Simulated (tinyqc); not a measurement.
# Two-dimensional dopant profile at a mask edge: lateral junction, overlap and effective channel length, step by step

A worked calculation. Computed by tinyqc, a small Python program that keeps every step. Command: `OMP_NUM_THREADS=1 python tinyqc.py 3010516 3010517 out.jsonl lateral walk`. One thread of a shared host (Intel(R) Xeon(R) Processor @ 2.30GHz), about 0.02 s of CPU time with the checks. Intermediate numbers are printed to about 5 digits and carried at full precision; extremes and crossings named in words are read from the listed rows.

Ions enter for y < 0; the mask (spacer, then gate) covers y > 0. x is the depth. The surface reflects dopant during the anneal.

Inputs (values chosen for the exercise, modelled on a source-drain extension in silicon):

| quantity | value | unit |
|---|---|---|
| dose Q | 1.1e+15 | 1/cm^2 |
| projected range R_p | 9.9 | nm |
| vertical straggle | 3.7 | nm |
| lateral straggle | 3.4 | nm |
| anneal budget D t | 1e-12 | cm^2 |
| channel doping C_B | 4.2e+18 | 1/cm^3 |
| gate length L_g | 110 | nm |
| offset spacer | 1.6 | nm |
| oxide thickness | 4.4 | nm |

Constants: eps_0 = 8.8541878128e-12 F/m.

## Widths and vertical profile

Widths s_x^2 = (vertical straggle)^2 + 2 D t, s_y^2 = (lateral straggle)^2 + 2 D t. C(x, y) = V(x) (1/2) erfc(y/(sqrt2 s_y)), V(x) = Q/(sqrt(2 pi) s_x) [exp(-(x - R_p)^2/(2 s_x^2)) + exp(-(x + R_p)^2/(2 s_x^2))]; 1 nm = 1e-7 cm. The vertical junction far from the mask solves V(x) = C_B.

s_x = 14.618 nm

s_y = 14.545 nm

V at the surface = 4.7736e+20 1/cm^3

V at R_p = 4.2016e+20 1/cm^3

vertical junction x_j = 52.654 nm

Caution: the peak exceeds usual solubilities, so part of the dose is inactive and diffusion is concentration dependent.

## Lateral junction at the surface

The lateral junction at depth x solves C = C_B: y_j(x) = sqrt2 s_y erfc^-1(2 C_B/V(x)). Overlap under the gate = y_j(0) - spacer; metallurgical channel L_met = L_g - 2 overlap (tails from the two sides are not added). Abruptness at y_j(0) in nm per decade = ln(10) s_y sqrt(pi/2) exp(u^2) erfc(u), u = y_j/(sqrt2 s_y). Overlap capacitance per width = 3.9 eps_0 overlap/t_ox (zero if there is no overlap).

lateral junction y_j(0) = 34.530 nm

ratio y_j(0)/x_j = 0.65579

overlap = 32.930 nm

metallurgical channel L_met = 44.140 nm

lateral abruptness = 12.366 nm/decade

overlap capacitance = 0.25844 fF/um

The two overlaps take 60 % of the gate length.

## Junction contour

The lateral junction at depth x solves C = C_B: y_j(x) = sqrt2 s_y erfc^-1(2 C_B/V(x)). Depths are 0, 0.15, 0.3, 0.45, 0.6, 0.75, 0.9 and 0.97 of x_j.

Contour:

| x/x_j | x (nm) | V (1/cm^3) | y_j (nm) |
|---|---|---|---|
| 0.00 | 0.000 | 4.7736e+20 | 34.530 |
| 0.15 | 7.898 | 4.4046e+20 | 34.096 |
| 0.30 | 15.796 | 3.4079e+20 | 32.681 |
| 0.45 | 23.694 | 2.1374e+20 | 29.978 |
| 0.60 | 31.592 | 1.0517e+20 | 25.475 |
| 0.75 | 39.490 | 3.9692e+19 | 18.168 |
| 0.90 | 47.388 | 1.1341e+19 | 4.814 |
| 0.97 | 51.074 | 5.7343e+18 | -9.021 |

The contour reaches furthest, 34.53 nm, at x/x_j = 0 among these rows, at the surface. It crosses the mask edge where V = 2 C_B.

## What the anneal budget does

x_j solves V(x) = C_B. Budgets are multiples of the given D t (at 0 the mirror term is kept, which overstates V(0) as implanted); those with V(0) not above 2.5 C_B are left out.

Junctions (nm):

| multiple | s_x | s_y | x_j | y_j(0) | y_j/x_j | L_met |
|---|---|---|---|---|---|---|
| 0.0 | 3.700 | 3.400 | 22.33 | 5.19 | 0.23236 | 102.82 |
| 0.1 | 5.804 | 5.618 | 28.61 | 12.70 | 0.44393 | 87.80 |
| 0.3 | 8.584 | 8.459 | 36.50 | 20.38 | 0.55839 | 72.44 |
| 1.0 | 14.618 | 14.545 | 52.65 | 34.53 | 0.65579 | 44.14 |
| 2.0 | 20.339 | 20.287 | 67.27 | 46.49 | 0.69114 | 20.21 |
| 4.0 | 28.525 | 28.488 | 87.63 | 62.20 | 0.70984 | -11.21 |
| 8.0 | 40.171 | 40.144 | 115.80 | 82.60 | 0.71330 | -52.00 |
| 16.0 | 56.689 | 56.671 | 154.23 | 108.70 | 0.70482 | -104.21 |

The ratio y_j/x_j goes from 0.23 to 0.70: as implanted, x_j includes R_p and y_j only the lateral straggle; after long diffusion both scale roughly with sqrt(D t) as long as V(0) stays far above C_B, and the ratio stays below 1 because the edge starts from half the concentration and an erfc falls faster than the Gaussian. L_met is negative in the rows beyond a multiple of 2: source and drain merge.

Checks made by the program: lateral profile against the convolution of a step with a Gaussian (relative difference below 1e-10).
